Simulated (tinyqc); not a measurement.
Inside a calculation. Method: plane-wave Kohn-Sham cycle with exchange-only LDA in a layered model solid. Computed by tinyqc, a small Python program that keeps every step. Settings: points = 16, plane-wave index or count = 3, electrons = 2, k points = 3, area = 32.0, mixing = 0.5, iteration cap = 63, Pulay depth = 5. Command: `OMP_NUM_THREADS=1 python tinyqc.py 21219 21220 out.jsonl` (the two numbers bound the seeds that draw the settings). One thread of a shared host (Intel(R) Xeon(R) Processor @ 2.60GHz), about 0.01 s of CPU time with the checks. Later iterations appear only in the table of the cycle.

## Iteration 1: potential

A solid whose potential varies along x alone (atomic units):
```
parameter,value
period a,10.500000
cross-section of the cell,32.000000
electrons per cell,2
grid points,16
"plane waves -n..n, n",3
k points,3
V1 in V1 cos(2 pi x/a),-0.300000
```

density at the start, on the grid x_j = j a/N (e/bohr^3): 0.00595238  0.00595238  0.00595238  0.00595238  0.00595238  0.00595238  0.00595238  0.00595238  0.00595238  0.00595238  0.00595238  0.00595238  0.00595238  0.00595238  0.00595238  0.00595238

V_H(G) = 4 pi rho(G)/G^2 for G != 0 (uniform background); v_x = -(3 rho/pi)^(1/3); V = V_ext + V_H + v_x; Fourier components f(G_m) = (1/N) sum_j f(x_j) exp(-i G_m x_j).

Potentials on the grid (hartree):
```
x,V_ext,V_H,v_x,V
0.000000,-0.300000,0.000000,-0.178465,-0.478465
0.656250,-0.277164,0.000000,-0.178465,-0.455629
1.312500,-0.212132,0.000000,-0.178465,-0.390597
1.968750,-0.114805,0.000000,-0.178465,-0.293270
2.625000,0,0.000000,-0.178465,-0.178465
3.281250,0.114805,0.000000,-0.178465,-0.063660
3.937500,0.212132,0.000000,-0.178465,0.033667
4.593750,0.277164,0.000000,-0.178465,0.098698
5.250000,0.300000,0.000000,-0.178465,0.121535
5.906250,0.277164,0.000000,-0.178465,0.098698
6.562500,0.212132,0.000000,-0.178465,0.033667
7.218750,0.114805,0.000000,-0.178465,-0.063660
7.875000,0,0.000000,-0.178465,-0.178465
8.531250,-0.114805,0.000000,-0.178465,-0.293270
9.187500,-0.212132,0.000000,-0.178465,-0.390597
9.843750,-0.277164,0.000000,-0.178465,-0.455629
```

V(G_m), m = 0, 1, 2, ... (hartree): -0.178465  -0.150000  0.000000  0.000000  0.000000  0.000000  0.000000

## Iteration 1: Hamiltonian at one k

k = 0.000000 2 pi / a

H(m,m') = (k + G_m)^2/2 delta + V(G_m - G_m'), with V(-G) = V(G).

H (hartree), lower triangle:
```
,-3,-2,-1,+0,+1,+2,+3
-3,1.432899
-2,-0.150000,0.537696
-1,0.000000,-0.150000,0.000575
+0,0.000000,0.000000,-0.150000,-0.178465
+1,0.000000,0.000000,0.000000,-0.150000,0.000575
+2,0.000000,0.000000,0.000000,0.000000,-0.150000,0.537696
+3,0.000000,0.000000,0.000000,0.000000,0.000000,-0.150000,1.432899
```

## Iteration 1: levels at that k

Diagonalise the Hermitian matrix.

eigenvalues (hartree): -0.327586  -0.039469  0.105122  0.552868  0.557391  1.457771  1.457778

## Iteration 1: new density

Motion across x is left out: the lowest 1 band(s) hold two electrons at each of the k points (j + 1/2)/nk - 1/2. Residual R = rho(out) - rho(in); rho(new) = rho(in) + 0.5 R. rho(out) = 2/(a A nk) sum |psi|^2 with psi = sum c exp(i G x). Harris energy E = band energy - dV sum rho (V_H/2 + v_x) + (3/4) dV sum rho v_x with rho(in), dV = a A/N, band energy = (2/nk) sum of the filled levels.

rho(out) (e/bohr^3): 0.01895212  0.01665512  0.01135104  0.00608527  0.00263884  0.00096678  0.00031633  0.00010235  0.00005451  0.00010235  0.00031633  0.00096678  0.00263884  0.00608527  0.01135104  0.01665512

density after iteration 1 (e/bohr^3): 0.01245225  0.01130375  0.00865171  0.00601883  0.00429561  0.00345958  0.00313435  0.00302737  0.00300345  0.00302737  0.00313435  0.00345958  0.00429561  0.00601883  0.00865171  0.01130375

energy per cell = -0.56432314 hartree

## Iteration 2: potential

As before.

Potentials on the grid (hartree):
```
x,V_ext,V_H,v_x,V
0.000000,-0.300000,0.168132,-0.228248,-0.360116
0.656250,-0.277164,0.151082,-0.221003,-0.347084
1.312500,-0.212132,0.105768,-0.202158,-0.308522
1.968750,-0.114805,0.045818,-0.179127,-0.248114
2.625000,0,-0.014924,-0.160078,-0.175003
3.281250,0.114805,-0.067108,-0.148936,-0.101239
3.937500,0.212132,-0.106028,-0.144114,-0.038011
4.593750,0.277164,-0.129793,-0.142455,0.004916
5.250000,0.300000,-0.137762,-0.142079,0.020159
5.906250,0.277164,-0.129793,-0.142455,0.004916
6.562500,0.212132,-0.106028,-0.144114,-0.038011
7.218750,0.114805,-0.067108,-0.148936,-0.101239
7.875000,0,-0.014924,-0.160078,-0.175003
8.531250,-0.114805,0.045818,-0.179127,-0.248114
9.187500,-0.212132,0.105768,-0.202158,-0.308522
9.843750,-0.277164,0.151082,-0.221003,-0.347084
```

V(G_m), m = 0, 1, 2, ... (hartree): -0.172879  -0.095354  0.001263  0.000267  0.000194  0.000019  -0.000007

## Iteration 2: Hamiltonian at one k

k = 0.000000 2 pi / a

As before.

H (hartree), lower triangle:
```
,-3,-2,-1,+0,+1,+2,+3
-3,1.438485
-2,-0.095354,0.543282
-1,0.001263,-0.095354,0.006161
+0,0.000267,0.001263,-0.095354,-0.172879
+1,0.000194,0.000267,0.001263,-0.095354,0.006161
+2,0.000019,0.000194,0.000267,0.001263,-0.095354,0.543282
+3,-0.000007,0.000019,0.000194,0.000267,0.001263,-0.095354,1.438485
```

## Iteration 2: levels at that k

As before.

eigenvalues (hartree): -0.247380  -0.011746  0.064509  0.549601  0.550758  1.448611  1.448623

## Iteration 2: new density

B (overlaps of the stored error matrices):
```
,1,2
1,6.9484903e-04,2.5359277e-04
2,2.5359277e-04,9.7033786e-05
```

Motion across x is left out: the lowest 1 band(s) hold two electrons at each of the k points (j + 1/2)/nk - 1/2. Residual R = rho(out) - rho(in); rho(new) = rho(in) + 0.5 R; Pulay mixing then takes sum c_i of the stored mixed densities, with c from B_ij = sum R_i R_j as in DIIS. rho(out) = 2/(a A nk) sum |psi|^2 with psi = sum c exp(i G x). Harris energy E = band energy - dV sum rho (V_H/2 + v_x) + (3/4) dV sum rho v_x with rho(in), dV = a A/N, band energy = (2/nk) sum of the filled levels.

rho(out) (e/bohr^3): 0.01646367  0.01491053  0.01111485  0.00689568  0.00363405  0.00168052  0.00071914  0.00032280  0.00021931  0.00032280  0.00071914  0.00168052  0.00363405  0.00689568  0.01111485  0.01491053

DIIS coefficients: -0.549914  1.549914

density after iteration 2 (e/bohr^3): 0.01556093  0.01409885  0.01056054  0.00669835  0.00378293  0.00208089  0.00126266  0.00093144  0.00084586  0.00093144  0.00126266  0.00208089  0.00378293  0.00669835  0.01056054  0.01409885

energy per cell = -0.45201163 hartree

## Convergence

Stop when sqrt(dV sum R^2) is below 1e-8, dV = a A/N.

Course of the cycle:
```
iteration,E (hartree),norm of the residual
1,-0.56432314,1.21e-01
2,-0.45201163,4.51e-02
3,-0.43544781,1.09e-02
4,-0.43595677,8.82e-03
5,-0.43549074,2.59e-04
6,-0.43550266,1.52e-03
7,-0.43549039,3.85e-06
8,-0.43549039,1.89e-07
9,-0.43549039,5.70e-08
10,-0.43549039,1.32e-11
```

Converged in 10 iterations. Before convergence this energy mixes input and output and is not variational, so it may rise towards its limit.
